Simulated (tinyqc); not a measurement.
Internal photoemission over an interface barrier: two steps of the calculation.

Electrons are excited from the valence band of a semiconductor over the barrier Phi(F) = P0 - sqrt(q F/(4 pi eps0 ei)), whose top lies at xm = sqrt(q/(16 pi eps0 ei F)). The yield is Y = A (hv - Phi)^p exp(-xm/l), with A = 1 here.

Parameters, values chosen for the exercise; dielectric values close to those of silicon dioxide: barrier at zero field P0 = 4.42 eV; image-force permittivity ei = 2.13; scattering length in the image well l = 3.6 nm; field in the dielectric F = 3 MV/cm.

Constants: q = 1.602176634e-19 C, h = 6.62607015e-34 J s, c = 299792458 m/s, eps0 = 8.8541878128e-14 F/cm where lengths are in cm. Results are converted to the units shown.

Problem 1. Barrier in the field. Lowering P0 - Phi, barrier, position of its top, scattering factor and threshold wavelength.

Wanted: lowering; Phi; xm; exp(-xm/l); threshold wavelength h c/(q Phi).

Solution 1.

lowering = 450.3 meV
Phi = 3.970 eV
xm = 0.7506 nm
exp(-xm/l) = 0.8118
threshold wavelength h c/(q Phi) = 312.3 nm

Problem 2. Threshold from a spectrum. The yields were made at this field. Fit Y^(1/n) on hv by least squares for n = 2 and n = 3; the zero of the line is the threshold.

```
point,hv (eV),Y
0,4.12,0.002759
1,4.25,0.01789
2,4.38,0.05609
3,4.51,0.1281
4,4.64,0.2445
5,4.77,0.4162
```

Wanted: Y^(1/2); Y^(1/3); threshold for n = 2; threshold for n = 3.

Solution 2.

```
point,Y^(1/2),Y^(1/3)
0,0.052526,0.14025
1,0.13375,0.26154
2,0.23683,0.38279
3,0.35791,0.50410
4,0.49447,0.62531
5,0.64514,0.74662
```

threshold for n = 2 = 4.0954 eV
threshold for n = 3 = 3.9696 eV

tinyqc, about 0.01 s, one thread, Intel Xeon 2.30GHz (shared host): `OMP_NUM_THREADS=1 python tinyqc.py 2410074 2410075 out.jsonl`
